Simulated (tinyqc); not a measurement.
Growth of a silicide layer between metal and silicon: linear-parabolic kinetics, ramp anneals and Kissinger analysis: one step, computed by the program tinyqc. Command: `OMP_NUM_THREADS=1 python tinyqc.py 3014579 3014580 out.jsonl silicide walk`. One thread of a shared host (Intel(R) Xeon(R) Processor @ 2.30GHz), about 0.2 s of CPU time with the checks.

One compound layer of thickness x grows by diffusion through itself and reaction at an interface, dx/dt = 1/(2x/K + 1/v), until the metal is used up at x = a h.

Problem. Geometry at full reaction. Silicon consumed b h, sheet resistance rho/(final thickness) with 1 micro-ohm cm/nm = 10 ohm; margin to the junction x_j - b h.

Inputs (values chosen for the exercise, modelled on CoSi2):

| quantity | value | unit |
|---|---|---|
| metal thickness h | 78 | nm |
| silicon consumed per metal thickness b | 3.64 | - |
| silicide resistivity | 17 | micro-ohm cm |
| junction depth x_j | 110 | nm |

final thickness = 274.56 nm

Give: silicon consumed; sheet resistance; margin to the junction.

Solution.

silicon consumed = 283.92 nm

sheet resistance = 0.61917 ohm/square

margin to the junction = -173.92 nm

The silicide would punch through the junction.
